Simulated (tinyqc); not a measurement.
# Worked calculation: single-photon avalanche diode, trigger probability and counting

tinyqc, about 0.01 s, one thread, Intel Xeon 2.30GHz (shared host): `OMP_NUM_THREADS=1 python tinyqc.py 2630142 2630143 out.jsonl` Printed values are rounded.

A multiplication layer of width W with the uniform field V/W; alpha = an exp(-bn/E) for electrons, beta = ap exp(-bp/E) for holes (local model, no dead space). a = alpha W, b = beta W. Electrons enter at x = 0, holes at x = W. P0 is the probability that an electron entering at 0 starts a lasting avalanche, PW the same for a hole entering at W.

Inputs (values chosen for the exercise); ionisation coefficients close to those of indium phosphide:
- an = 1.13e7 1/cm (electron prefactor)
- bn = 3.09 MV/cm (electron field)
- ap = 4.81e6 1/cm (hole prefactor)
- bp = 2.49 MV/cm (hole field)
- W = 2 um (width of the multiplication layer)
- Vx = 8.3 V (excess bias)
- eta = 0.31 (probability that a photon makes a pair that enters the layer)
- Gd = 4100 1/s (thermal generation rate in the layer)
- td = 100 ns (dead time)
- Cd = 10 fF (diode capacitance)
- Rq = 200 kohm (quench resistance)
- pa = 1.7e-7 (trapping probability per avalanche carrier)
- tt = 18 ns (trap release time)
- nph = 1.9e6 1/s (photon rate)

Constants: q = 1.602176634e-19 C. Results are converted to the units shown.

## Ionisation integrals at and above breakdown

breakdown voltage VB = 76.2550 V

Breakdown: ln(a/b) = a - b with a not equal to b. VB is given; V = VB + Vx.

E at VB = 0.381275 MV/cm
a at VB = 0.682999
b at VB = 1.40256
E at V = 0.422775 MV/cm
a = 1.51327
b = 2.66275

At VB, ln(a/b) = -0.7196 equals a - b.

## Iteration 1: trigger probability by substitution

P0 at the start = 0.5

PW = P0 exp(b - a)/(1 - P0 + P0 exp(b - a)); P0(new) = 1 - (1 - PW)^(a/b).

PW = 0.759417
P0 after iteration 1 = 0.554993

## Iteration 2: trigger probability by substitution

As before.

PW = 0.797436
P0 after iteration 2 = 0.596436

## Course of the iteration: trigger probability by substitution

Stop when P0 changes by less than 1e-9, or after 400 iterations. The rule counts as met only at a root strictly between 0 and 1.

Course of the iteration:
```
iteration        P0  |change|
1          0.554993    0.0550
2          0.596436    0.0414
3          0.626800    0.0304
4          0.648709    0.0219
5          0.664398    0.0157
6          0.675592    0.0112
7          0.683567   7.98e-3
8          0.689246   5.68e-3
9          0.693290   4.04e-3
...             ...       ...
46         0.703305   1.46e-8
47         0.703305   1.04e-8
48         0.703305   7.43e-9
49         0.703305   5.29e-9
50         0.703305   3.77e-9
51         0.703305   2.69e-9
52         0.703305   1.92e-9
53         0.703305   1.37e-9
54         0.703305  9.74e-10
```

Converged in 54 iterations. At the end each change is about 0.71 times the one before: linear convergence.

## Detection, dark counts, afterpulses and dead-time loss

P0 = 0.703305
Pm = 0.802932

Pm is the mean trigger probability of pairs made evenly in the layer. PDP = eta P0; dark counts Gd Pm; avalanche charge Cd Vx/q; afterpulse probability pa (Cd Vx/q) exp(-td/tt) Pm; true rate n = nph PDP + dark counts; measured n/(1 + n td) (non-paralysable) or n exp(-n td) (paralysable); recharge time Rq Cd.

PDP = 0.218025
dark counts = 3292.02 1/s
avalanche charge = 5.18045e5 electrons
afterpulse probability = 0.0273368 %
true rate = 4.17539e5 1/s
measured, non-paralysable = 4.00804e5 1/s
measured, paralysable = 4.00464e5 1/s
recharge time = 2 ns

Dead time hides 4.0 % of the events in the first model and 4.1 % in the second.
